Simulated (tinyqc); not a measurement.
Inside a calculation: shallow acceptor in the spherical four-band model. Values are carried at full precision from step to step, so a last printed digit may differ when a step is redone from the rounded ones.

Units Ry* = Ry/(g1 eps^2) and a* = a0 eps g1; mu = (6 g3 + 4 g2)/(5 g1) is the spherical heavy-light coupling and delta = (g3 - g2)/g1 the cubic term, which is left out.

Constants: Ry = 13.60569312 eV; a0 (Bohr radius) = 0.5291772105 angstrom.

Values chosen for the exercise (near those of a shallow acceptor in GaSb; not measured data): g1 = 13.41 (Luttinger gamma1); g2 = 4.69 (gamma2); g3 = 5.99 (gamma3); eps = 15.8 (dielectric constant); al = (0.562, 3.37, 20.2) 1/a*^2 (exponents a_i, the same for f and g); Dso = 0.755 eV (spin-orbit splitting).

## Units and couplings

Give Ry*, a*, mu, delta and the spherical masses 1/(g1 (1 -/+ mu)).

Ry* = 4.064 meV
a* = 112.12 angstrom
mu = 0.8158
delta = 0.0969

heavy and light mass (m0): [0.4049, 0.0411]

A hydrogen model with the heavy mass would bind by Ry*/(1 - mu) = 22.1 meV and with the light mass by 2.2 meV. delta/mu = 0.12: the cubic term is a modest correction.

## Matrices in a small basis

The ground state 1S3/2 has an L = 0 part f(r) and an L = 2 part g(r). In units of Ry* and a*, with Gaussians f_i = exp(-a_i r^2), g_i = r^2 exp(-a_i r^2), A = a_i + a_j and I(n) = Gamma((n + 1)/2)/(2 A^((n + 1)/2)): S_ff = I(2), S_gg = I(6), H_ff = (6 a_i a_j/A) I(2) - 2 I(1), H_gg = (14 a_i a_j/A) I(6) - 2 I(5), H_fg = -mu [15 I(2) - 20 a_j I(4) + 4 a_j^2 I(6)]; each function is then normalised. The split-off band is left out.

Form S and H.

S, rows f1, f2, f3, g1, g2, g3 and columns alike:
```
[[1.0000, 0.5857, 0.1849, 0, 0, 0],
 [0.5857, 1.0000, 0.5858, 0, 0, 0],
 [0.1849, 0.5858, 1.0000, 0, 0, 0],
 [0, 0, 0, 1.0000, 0.2870, 0.0195],
 [0, 0, 0, 0.2870, 1.0000, 0.2871],
 [0, 0, 0, 0.0195, 0.2871, 1.0000]]
```

H (Ry*), rows f1, f2, f3, g1, g2, g3 and columns alike:
```
[[-0.7066, -0.9282, -1.2948, -1.7757, -0.5096, -0.0346],
 [-0.9282, 4.2511, 3.7330, -3.0557, -10.6479, -3.0572],
 [-1.2948, 3.7330, 46.2558, -1.2432, -18.3252, -63.8242],
 [-1.7757, -3.0557, -1.2432, 2.6580, 1.2503, 0.0423],
 [-0.5096, -10.6479, -18.3252, 1.2503, 20.4653, 9.9317],
 [-0.0346, -3.0572, -63.8242, 0.0423, 9.9317, 133.7498]]
```

## Ground state in the small basis

Solve H u = E S u for the lowest level of the acceptor; the first half of the basis is L = 0 and the second L = 2. Give E, E without the f-g block, and the L = 2 weight u_g S_gg u_g with u S u = 1.

E = -2.551 Ry*
E without coupling = -0.766 Ry*
L = 2 weight = 0.288

Without the coupling the exact value is -1, which this basis, tuned to the compact coupled state, misses by 0.234. The coupling to L = 2 takes the level to 2.55 times that exact value.

## Converged result

Converged values use 22 exponents 2.2^i, i = -7 to 14, for f and for g.
Ground and next level of the same symmetry, L = 2 weight and mean radius.

1S3/2 and 2S3/2 (Ry*): [-2.768, -0.833]

binding energies (meV): [11.2, 3.4]

L = 2 weight = 0.311
<r> = 67.9 angstrom

The small basis reaches 92 % of the binding. The ratio 1S/2S is 3.32 (4 for hydrogen). The binding is 0.01 of Dso, so leaving out the split-off band is safe.

## Checks

- Level at mu = 0 against -1 Ry*: both -1.0000.
- Ground level from a second, denser basis, Ry*: both -2.768.

Program tinyqc; command `OMP_NUM_THREADS=1 python tinyqc.py 1281266 1281267 out.jsonl`; about 0.03 s on one thread of a shared Intel(R) Xeon(R) Processor @ 2.30GHz.
